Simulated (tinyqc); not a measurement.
UKS/BP86 in the sto-6g basis, for BeH, spin multiplicity 2, step by step. One step of it, computed by the program tinyqc.

Problem. Iteration 2: building the Kohn-Sham matrix. J_ij = sum D_kl (ij|kl) with D = D(alpha) + D(beta); F = H + J + V_xc; E = tr D H + tr D J / 2 + E_xc + E_nn.

D(alpha) after iteration 1:
```
            1Be 1s     1Be 2s   1Be 2px   1Be 2py    1Be 2pz      2H 1s
1Be 1s    1.046169  -0.190850  0.000000  0.000000   0.054020  -0.023901
1Be 2s   -0.190850   0.787495  0.000000  0.000000  -0.214357   0.027243
1Be 2px   0.000000   0.000000  0.138401  0.092333   0.000000   0.000000
1Be 2py   0.000000   0.000000  0.092333  0.061599   0.000000   0.000000
1Be 2pz   0.054020  -0.214357  0.000000  0.000000   0.241582   0.263816
2H 1s    -0.023901   0.027243  0.000000  0.000000   0.263816   0.646636
```

D(beta) after iteration 1:
```
            1Be 1s    1Be 2s   1Be 2px   1Be 2py    1Be 2pz      2H 1s
1Be 1s    0.992260  0.003286  0.000000  0.000000  -0.028914  -0.077121
1Be 2s    0.003286  0.088269  0.000000  0.000000   0.083035   0.218792
1Be 2px   0.000000  0.000000  0.000000  0.000000   0.000000   0.000000
1Be 2py   0.000000  0.000000  0.000000  0.000000   0.000000   0.000000
1Be 2pz  -0.028914  0.083035  0.000000  0.000000   0.105487   0.169629
2H 1s    -0.077121  0.218792  0.000000  0.000000   0.169629   0.607730
```

core Hamiltonian H = T + V (hartree):
```
            1Be 1s     1Be 2s    1Be 2px    1Be 2py    1Be 2pz      2H 1s
1Be 1s   -8.210231  -1.925422   0.000000   0.000000  -0.008484  -0.123563
1Be 2s   -1.925422  -2.341797   0.000000   0.000000  -0.083392  -0.499853
1Be 2px   0.000000   0.000000  -1.882214   0.000000   0.000000   0.000000
1Be 2py   0.000000   0.000000   0.000000  -1.882214   0.000000   0.000000
1Be 2pz  -0.008484  -0.083392   0.000000   0.000000  -1.937219  -0.615422
2H 1s    -0.123563  -0.499853   0.000000   0.000000  -0.615422  -1.527305
```

Two-electron integrals (ij|kl) in chemists' order, unique and non-zero (hartree):
```
(11|11) 2.299996   (21|11) 0.361879   (21|21) 0.071926   (22|11) 0.570332
(22|21) 0.139654   (22|22) 0.417773   (31|31) 0.015252   (32|31) 0.022555
(32|32) 0.092340   (33|11) 0.570332   (33|21) 0.139654   (33|22) 0.417773
(33|33) 0.450117   (41|41) 0.015252   (42|41) 0.022555   (42|42) 0.092340
(43|43) 0.024258   (44|11) 0.570332   (44|21) 0.139654   (44|22) 0.417773
(44|33) 0.401601   (44|44) 0.450117   (51|51) 0.015252   (52|51) 0.022555
(52|52) 0.092340   (53|53) 0.024258   (54|54) 0.024258   (55|11) 0.570332
(55|21) 0.139654   (55|22) 0.417773   (55|33) 0.401601   (55|44) 0.401601
(55|55) 0.450117   (61|11) 0.023139   (61|21) 0.004490   (61|22) 0.008766
(61|33) 0.008693   (61|44) 0.008693   (61|51) 0.000451   (61|52) 0.000900
(61|55) 0.008912   (61|61) 0.000297   (62|11) 0.088775   (62|21) 0.022280
(62|22) 0.077025   (62|33) 0.073834   (62|44) 0.073834   (62|51) 0.002952
(62|52) 0.020371   (62|55) 0.083408   (62|61) 0.001562   (62|62) 0.025922
(63|31) 0.001651   (63|32) 0.008542   (63|53) 0.003092   (63|63) 0.001755
(64|41) 0.001651   (64|42) 0.008542   (64|54) 0.003092   (64|64) 0.001755
(65|11) 0.107856   (65|21) 0.027303   (65|22) 0.097846   (65|33) 0.092351
(65|44) 0.092351   (65|51) 0.004669   (65|52) 0.031530   (65|55) 0.108835
(65|61) 0.001973   (65|62) 0.036826   (65|65) 0.053119   (66|11) 0.264039
(66|21) 0.067238   (66|22) 0.258745   (66|33) 0.242998   (66|44) 0.242998
(66|51) 0.008409   (66|52) 0.078379   (66|55) 0.290235   (66|61) 0.004747
(66|62) 0.121702   (66|65) 0.180870   (66|66) 0.774999
```

nuclear repulsion = 1.05676927 hartree

V_xc(alpha) (hartree):
```
            1Be 1s     1Be 2s    1Be 2px    1Be 2py    1Be 2pz      2H 1s
1Be 1s   -1.499573  -0.189374   0.000000   0.000000   0.003043  -0.012557
1Be 2s   -0.189374  -0.312368   0.000000   0.000000   0.008047  -0.080232
1Be 2px   0.000000   0.000000  -0.305126  -0.010258   0.000000   0.000000
1Be 2py   0.000000   0.000000  -0.010258  -0.296610   0.000000   0.000000
1Be 2pz   0.003043   0.008047   0.000000   0.000000  -0.335449  -0.112400
2H 1s    -0.012557  -0.080232   0.000000   0.000000  -0.112400  -0.482150
```

V_xc(beta) (hartree):
```
            1Be 1s     1Be 2s    1Be 2px    1Be 2py    1Be 2pz      2H 1s
1Be 1s   -1.483461  -0.181315   0.000000   0.000000  -0.001549  -0.012280
1Be 2s   -0.181315  -0.246330   0.000000   0.000000  -0.034612  -0.078160
1Be 2px   0.000000   0.000000  -0.230120  -0.001169   0.000000   0.000000
1Be 2py   0.000000   0.000000  -0.001169  -0.229149   0.000000   0.000000
1Be 2pz  -0.001549  -0.034612   0.000000   0.000000  -0.279733  -0.112273
2H 1s    -0.012280  -0.078160   0.000000   0.000000  -0.112273  -0.477626
```

E_xc = sum of w rho eps_xc = -3.25556962 hartree

Give: Coulomb J; F(alpha); F(beta); total energy of this density.

Solution.

Coulomb J (hartree):
```
         1Be 1s  1Be 2s  1Be 2px  1Be 2py  1Be 2pz   2H 1s
1Be 1s   5.8278  1.0275   0.0000   0.0000   0.0108  0.0662
1Be 2s   1.0275  2.1501   0.0000   0.0000   0.1124  0.4756
1Be 2px  0.0000  0.0000   2.1219   0.0045   0.0000  0.0000
1Be 2py  0.0000  0.0000   0.0045   2.1182   0.0000  0.0000
1Be 2pz  0.0108  0.1124   0.0000   0.0000   2.2103  0.6341
2H 1s    0.0662  0.4756   0.0000   0.0000   0.6341  2.0566
```

F(alpha) (hartree):
```
          1Be 1s   1Be 2s  1Be 2px  1Be 2py  1Be 2pz    2H 1s
1Be 1s   -3.8820  -1.0873   0.0000   0.0000   0.0054  -0.0700
1Be 2s   -1.0873  -0.5040   0.0000   0.0000   0.0370  -0.1045
1Be 2px   0.0000   0.0000  -0.0654  -0.0058   0.0000   0.0000
1Be 2py   0.0000   0.0000  -0.0058  -0.0606   0.0000   0.0000
1Be 2pz   0.0054   0.0370   0.0000   0.0000  -0.0624  -0.0937
2H 1s    -0.0700  -0.1045   0.0000   0.0000  -0.0937   0.0472
```

F(beta) (hartree):
```
          1Be 1s   1Be 2s  1Be 2px  1Be 2py  1Be 2pz    2H 1s
1Be 1s   -3.8659  -1.0793   0.0000   0.0000   0.0008  -0.0697
1Be 2s   -1.0793  -0.4380   0.0000   0.0000  -0.0056  -0.1024
1Be 2px   0.0000   0.0000   0.0096   0.0033   0.0000   0.0000
1Be 2py   0.0000   0.0000   0.0033   0.0068   0.0000   0.0000
1Be 2pz   0.0008  -0.0056   0.0000   0.0000  -0.0067  -0.0935
2H 1s    -0.0697  -0.1024   0.0000   0.0000  -0.0935   0.0517
```

total energy of this density = -15.015739 hartree

This density is a damped mixture and is not idempotent.
